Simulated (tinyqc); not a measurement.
Electrons shared among three sets of ellipsoidal valleys: sweeps and comparisons. A value that a table varies takes the place of the one given here.

F_j(eta) = (1/Gamma(j + 1)) integral_0^infinity x^j dx/(1 + exp(x - eta)), which tends to exp(eta) for eta << 0.

Sets X, L, Gamma: N_i = M_i times N = 2 (m kB T/(4 pi c))^(3/2) with c = hbar^2/2m0, in 1/angstrom^3; times 1e24 for 1/cm^3, m = (ml mt^2)^(1/3); n = sum_i N_i F_1/2((EF - dE_i)/kT), energies from the edge of the first set; mu_drift = sum of share times mobility.

Constants: hbar^2/2m0 = 3.80998211 eV angstrom^2; kB = 8.617333262e-05 eV/K.

Parameters, chosen for this exercise (masses and offsets near those of AlAs; mobilities are free inputs, held fixed; not measured data):
- dE = (0, 0.274, 0.822) eV (edges of X, L, Gamma above the first)
- M = (3, 4, 1) (valleys in each set)
- ml = (0.992, 1.32, 0.15) m0 (longitudinal masses of X, L, Gamma)
- mt = (0.2108, 0.1454, 0.15) m0 (transverse masses)
- mu = (340, 430, 1600) cm^2/(V s) (mobility of each set)
- n = 2.8e+18 1/cm^3 (total electron density)
- T = 300 K

## Transfer between valleys with temperature

Offsets, masses and mobilities are held fixed; n is fixed too, so the high values of T stand for hot electrons, not for the lattice.

Populations:
```
T (K)  EF (eV)  share X  share L  share Gamma  mu_drift
77      0.0052   1.0000   0.0000       0.0000       340
150    -0.0067   1.0000   0.0000       0.0000       340
300    -0.0431   1.0000   0.0000       0.0000       340
450    -0.0894   0.9991   0.0009       0.0000       340
600    -0.1424   0.9946   0.0054       0.0000       340
900    -0.2635   0.9696   0.0304       0.0000       343
1200   -0.4008   0.9298   0.0702       0.0000       346
2000   -0.8222   0.8212   0.1781       0.0006       357
```

The share of X goes from 1.000 to 0.821 and the mean mobility from 340 to 357 cm^2/(V s). X holds more than L throughout. The share of Gamma is at most 0.00064.

## Transfer between valleys with doping

Parabolic valleys; band tails and gap narrowing are left out.

Populations:
```
n (1/cm^3)  EF (eV)  share X  share L  share Gamma  mu_drift
1.0e+16     -0.1904   1.0000   0.0000       0.0000       340
1.0e+17     -0.1308   1.0000   0.0000       0.0000       340
1.0e+18     -0.0708   1.0000   0.0000       0.0000       340
3.0e+18     -0.0412   1.0000   0.0000       0.0000       340
1.0e+19     -0.0061   1.0000   0.0000       0.0000       340
3.0e+19      0.0335   0.9999   0.0001       0.0000       340
1.0e+20      0.1012   0.9998   0.0002       0.0000       340
```

The share of X stays near 1.000, so the mean mobility hardly moves. X holds more than L throughout. The share of Gamma is at most 1.1e-14.

## Moving the second set by strain or alloying

The second entry of dE is replaced by the values listed; a negative value puts that set lowest.

Populations:
```
offset (eV)  EF (eV)  share X  share L  share Gamma  mu_drift
-0.100       -0.1453   0.0204   0.9796       0.0000       428
-0.050       -0.0984   0.1246   0.8754       0.0000       419
0.000        -0.0627   0.4852   0.5148       0.0000       386
0.025        -0.0526   0.7070   0.2930       0.0000       366
0.050        -0.0472   0.8617   0.1383       0.0000       352
0.100        -0.0438   0.9770   0.0230       0.0000       342
0.150        -0.0432   0.9966   0.0034       0.0000       340
0.200        -0.0431   0.9995   0.0005       0.0000       340
0.300        -0.0431   1.0000   0.0000       0.0000       340
```

The share of X goes from 0.020 to 1.000 and the mean mobility from 428 to 340 cm^2/(V s). X and L hold equal numbers between offset = 0 and 0.025 eV. The share of Gamma is at most 1.5e-15. With Boltzmann statistics the first two sets are equal at kT ln(N_2/N_1) = 0.0015 eV.

## What moves the populations

All else solved anew. Each row changes one parameter from the base and keeps the others.

Results:
```
case                              EF (eV)  share X  share L  share Gamma  mu_drift (cm^2/(V s))
base                              -0.0431   1.0000   0.0000       0.0000                    340
T = 350 K                         -0.0577   0.9999   0.0001       0.0000                    340
n = 8.4e+18 1/cm^3                -0.0115   1.0000   0.0000       0.0000                    340
dE = (0, 0.2192, 0.822) eV        -0.0431   0.9998   0.0002       0.0000                    340
mt = (0.2108, 0.1745, 0.15) m0    -0.0431   1.0000   0.0000       0.0000                    340
ml = (0.992, 1.584, 0.15) m0      -0.0431   1.0000   0.0000       0.0000                    340
mu = (408, 430, 1600) cm^2/(V s)  -0.0431   1.0000   0.0000       0.0000                    408
```

The largest shifts from the base row, up to three for each result and ties (the steps differ in size, so this ranks the rows, not the parameters). EF (eV): n +0.0316, T -0.0146; unchanged at the printed digits by dE, mt, ml and mu. share X: dE -0.0002, T -0.0001; unchanged at the printed digits by n, mt, ml and mu. share L: dE +0.0002, T +0.0001; unchanged at the printed digits by n, mt, ml and mu. share Gamma: unchanged at the printed digits by T, n, dE, mt, ml and mu. mu_drift (cm^2/(V s)): mu +68; unchanged at the printed digits by T, n, dE, mt and ml.

(tinyqc, `OMP_NUM_THREADS=1 python tinyqc.py 1681695 1681696 out.jsonl`, Intel(R) Xeon(R) Processor @ 2.30GHz, 1 thread, shared host, about 0.01 s.)
